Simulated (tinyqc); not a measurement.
Avalanche multiplication and breakdown of a junction from ionisation integrals. Changing the layer width W. Computed by tinyqc, a small Python program. Command: `OMP_NUM_THREADS=1 python tinyqc.py 3007736 3007737 out.jsonl impact sweep`. One thread of a shared host (Intel(R) Xeon(R) Processor @ 2.30GHz), about 0.02 s of CPU time with the checks.

Ionisation coefficients follow the local field. Position x runs through the depletion layer from the p side (x = 0), where electrons enter, to the n side (x = w), where holes enter. The built-in voltage is neglected.

Inputs (values chosen for the exercise, modelled on silicon):
```
quantity                                        value  unit
electron prefactor a_n                         654000  1/cm
electron field b_n                           1.21e+06  V/cm
hole prefactor a_p                           1.62e+06  1/cm
hole field b_p                               2.05e+06  V/cm
exponent c                                          1     -
permittivity eps                                 11.7     -
bias as a fraction of the breakdown voltage      0.72     -
```

Junction: p-i-n with uniform field.

Constants: e = 1.602176634e-19 C; eps_0 = 8.8541878128e-12 F/m.

Method:
- alpha_n = a_n exp(-(b_n/F)^c), alpha_p = a_p exp(-(b_p/F)^c).
- Uniform field F = F_m, w = W, V = F_m W.
- With Phi(x) = int_0^x (alpha_n - alpha_p) dx': 1 - 1/M_n = I_n = int_0^w alpha_n exp(-Phi) dx and M_p = M_n exp(-Phi(w)); trapezoid rule on 401 even points; breakdown at I_n = 1.
- Solve I_n(F_m) = 1.
- Bias V = fraction times the breakdown voltage.
- M_n = 1/(1 - I_n), M_p = M_n exp(-Phi(w)); McIntyre excess noise for the carrier with the larger M, F_x = k M + (1 - k)(2 - 1/M), with k = (smaller M - 1)/(larger M - 1).

One run for each value:
```
layer width W (micrometre)  breakdown voltage (V)  critical field F_m (MV/cm)  ratio k = alpha_p/alpha_n     M_n
0.074                                        5.94                     0.80249                    0.86965  2.1149
0.140                                        8.52                     0.60884                    0.62338  1.9405
0.260                                       12.79                     0.49192                    0.44910  1.8313
0.480                                       19.79                     0.41237                    0.32306  1.7494
0.890                                       31.50                     0.35392                    0.23077  1.6797
1.700                                       52.29                     0.30757                    0.16137  1.6135
3.100                                       84.88                     0.27381                    0.11524  1.5556
5.700                                      140.27                     0.24608                    0.08156  1.4997
11.000                                     243.70                     0.22155                    0.05589  1.4423
```

Over the rows, breakdown voltage (V) rises from 5.94 to 244 (exponent d ln y / d ln x 0.57 between the first rows and 0.84 between the last); critical field F_m (MV/cm) falls from 0.802 to 0.222 (exponent d ln y / d ln x -0.43 between the first rows and -0.16 between the last); ratio k = alpha_p/alpha_n falls from 0.870 to 0.0559 (exponent d ln y / d ln x -0.52 between the first rows and -0.58 between the last). At the high end the exponent of breakdown voltage is 0.84, close to 0.86: the W^(6/7) rule of p-i-n diodes.

Caution (rows 0.0740, 0.140): in a layer this thin the dead space before a carrier can ionise, and tunnelling, make the local model unreliable.
